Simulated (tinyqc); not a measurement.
# ESD clamp with bipolar snapback, compact model and design window: effects of single changes

The drain junction multiplies the current that enters it: Igen = (M - 1)(Ic + I0), M = 1/(1 - (Vj/BV)^n). The generated holes leave through the substrate resistance and the base of the parasitic npn: Igen = Vb/Rb + Ic/be, Ic = Is exp(Vb/Vt). Terminal current I = Ic + I0 + Igen and voltage V = Vj + I Ro, per width. Isothermal, constant gain.

Inputs (values chosen for the exercise); values close to those of grounded-gate n-channel clamps:
- T = 300 K (temperature)
- BV = 8.3 V (junction breakdown voltage)
- n = 3.1 (exponent of the multiplication)
- be = 4.6 (current gain of the parasitic npn)
- Is = 1.9e-17 A/um (saturation current)
- I0 = 2.2e-11 A/um (junction leakage)
- Rb = 53000 ohm um (substrate resistance)
- Ro = 250 ohm um (drain ballast and contact resistance)
- It2 = 11.6 mA/um (failure current for 100 ns)

Constants: q = 1.602176634e-19 C, kB = 1.380649e-23 J/K, Vt = kB T/q. Results are converted to the units shown.

Each table varies one quantity; the others keep the values above.

## Effect of the drain ballast and contact resistance

For given Vb: Ic, Igen, M = 1 + Igen/(Ic + I0), Vj = BV (1 - 1/M)^(1/n), I and V. Vt1 is the maximum of V along the curve, Vh the following minimum, Vt2 the voltage at I = It2. It1 and Ih are the currents at Vt1 and Vh.

Results:
```
Ro (ohm um)	Vt1 (V)	It1 (uA/um)	Vh (V)	Ih (uA/um)	Vt2 (V)	Vt2 - Vt1 (V)
30	8.300	7.143	4.876	1863	5.119	-3.181
52	8.300	7.420	4.911	1403	5.375	-2.926
92	8.301	7.712	4.959	1044	5.839	-2.462
280	8.302	8.284	5.100	583.1	8.019	-0.2828
490	8.304	8.573	5.204	433.4	10.46	2.151
860	8.307	8.864	5.341	320.3	14.75	6.440
1500	8.313	9.153	5.515	236.5	22.17	13.86
```

Estimate the missing row, Ro = 160 ohm um.

Computed row:
```
Ro (ohm um)	Vt1 (V)	It1 (uA/um)	Vh (V)	Ih (uA/um)	Vt2 (V)	Vt2 - Vt1 (V)
160	8.301	7.996	5.020	782.4	6.627	-1.674
```

With this row back in the table: As Ro goes from 30 to 1500 ohm um, Vt1 stays near 8.30 V, It1 rises from 7.14 to 9.15 uA/um, Vh rises from 4.88 to 5.52 V and Vt2 rises from 5.12 to 22.2 V. Vt2 exceeds Vt1, the condition for all fingers to turn on, in 3 of the 8 rows. Ballast buys uniform turn-on with a higher clamping voltage.

## Effect of the exponent of the multiplication

Same model as above.

Results:
```
n	Vt1 (V)	It1 (uA/um)	Vh (V)	Ih (uA/um)	Vt2 (V)	Vt2 - Vt1 (V)
2	8.302	8.000	3.852	669.9	6.419	-1.883
2.5	8.302	8.115	4.502	648.9	7.078	-1.224
3	8.302	8.209	4.997	624.1	7.584	-0.7178
3.5	8.302	8.288	5.384	599.2	7.983	-0.3189
4	8.302	8.357	5.695	575.5	8.304	0.002348
5	8.302	8.472	6.159	533.5	8.789	0.4866
5.5	8.302	8.522	6.337	514.9	8.975	0.6732
6	8.302	8.566	6.489	497.9	9.135	0.8332
```

Estimate the missing row, n = 4.5.

Computed row:
```
n	Vt1 (V)	It1 (uA/um)	Vh (V)	Ih (uA/um)	Vt2 (V)	Vt2 - Vt1 (V)
4.5	8.302	8.418	5.948	553.6	8.568	0.2662
```

With this row back in the table: As n goes from 2 to 6, Vt1 stays near 8.30 V, It1 rises from 8.00 to 8.57 uA/um, Vh rises from 3.85 to 6.49 V and Vt2 rises from 6.42 to 9.14 V. Vt2 exceeds Vt1, the condition for all fingers to turn on, in 5 of the 9 rows.

## Effect of the current gain of the parasitic npn

Same model as above.

The same in every row: Vt1 (V) = 8.302.

Effect of the current gain of the parasitic npn:
```
be	It1 (uA/um)	Vh (V)	Ih (uA/um)	Vt2 (V)	Vt2 - Vt1 (V)
1	8.226	6.812	341.6	9.540	1.238
1.7	8.226	6.243	425.6	8.929	0.6273
2.9	8.226	5.621	523.3	8.258	-0.04411
4.9	8.226	5.010	633.0	7.592	-0.7096
8.2	8.226	4.451	754.5	6.972	-1.330
14	8.226	3.937	895.6	6.387	-1.915
24	8.226	3.501	1052	5.871	-2.431
40	8.226	3.165	1210	5.450	-2.851
```

Read the table: what changes, and by how much?

As be goes from 1 to 40, Vt1 stays near 8.30 V, It1 stays near 8.23 uA/um, Vh falls from 6.81 to 3.16 V and Vt2 falls from 9.54 to 5.45 V. Vt2 exceeds Vt1, the condition for all fingers to turn on, in 2 of the 8 rows. A higher gain needs less multiplication to hold, so Vh falls.

Program tinyqc, `OMP_NUM_THREADS=1 python tinyqc.py 2670130 2670131 out.jsonl`; Intel Xeon 2.30GHz, shared host, one thread, about 0.02 s.
